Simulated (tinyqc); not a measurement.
## Charge needed for a dipole step

Two sheets of opposite charge dd apart with permittivity ei give the step D = q N dd/(eps0 ei).

Values chosen for this exercise: relative permittivity inside the dipole layer ei = 6.4; thickness of the dipole layer dd = 0.17 nm.

Constants: q = 1.602176634e-19 C, eps0 = 8.8541878128e-14 F/cm where lengths are in cm. Results are converted to the units shown.

Charge needed for a dipole step:
```
N (cm^-2)     D (V)  field (MV/cm)  moment (debye/nm^2, 1 D = 3.33564e-30 C m)
1e12       0.004807         0.2827                                     0.08165
2.7e12      0.01298         0.7634                                      0.2205
6.8e12      0.03268          1.923                                      0.5553
1.7e13      0.08171          4.807                                       1.388
4.5e13       0.2163          12.72                                       3.674
1.1e14       0.5287          31.10                                       8.982
2.9e14        1.394          81.99                                       23.68
```

What does the comparison show?

D is proportional to N, 0.1 V for 2.08e13 cm^-2. The same sheet as an uncompensated charge under 1 nm of a dielectric of permittivity 3.9 would shift the flat band by 0.965 V, and that shift would grow with thickness, which a dipole step does not. For N = 1.1e14, 2.9e14 the field exceeds 20 MV/cm; it acts over one bond length, where the sheet picture is only a bookkeeping device.

Program tinyqc, `OMP_NUM_THREADS=1 python tinyqc.py 2410120 2410121 out.jsonl`; Intel Xeon 2.30GHz, shared host, one thread, about 0.01 s.
